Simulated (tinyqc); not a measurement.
Worked calculation: lattice vibrations of a chain. One step of it, computed by the program tinyqc.

Question. Frequencies. omega^2 are the eigenvalues; wavenumber = 521.4708 sqrt(eigenvalue) 1/cm.

D(q) (eV/(angstrom^2 u)):
```
[[0.364123, -0.127471, 0.066492+0.258970i],
 [-0.127471, 0.366771, -0.229561],
 [0.066492-0.258970i, -0.229561, 0.520505]]
```

Give: eigenvalues; wavenumbers; weights |e|^2 of the mass-weighted modes.

Answer.

eigenvalues: [0.066, 0.356, 0.829]

wavenumbers (1/cm): [134.2, 311.0, 474.9]

weights |e|^2 of the mass-weighted modes, order atom 1, atom 2, atom 3:
```
[[0.379, 0.371, 0.250],
 [0.289, 0.511, 0.200],
 [0.332, 0.118, 0.551]]
```
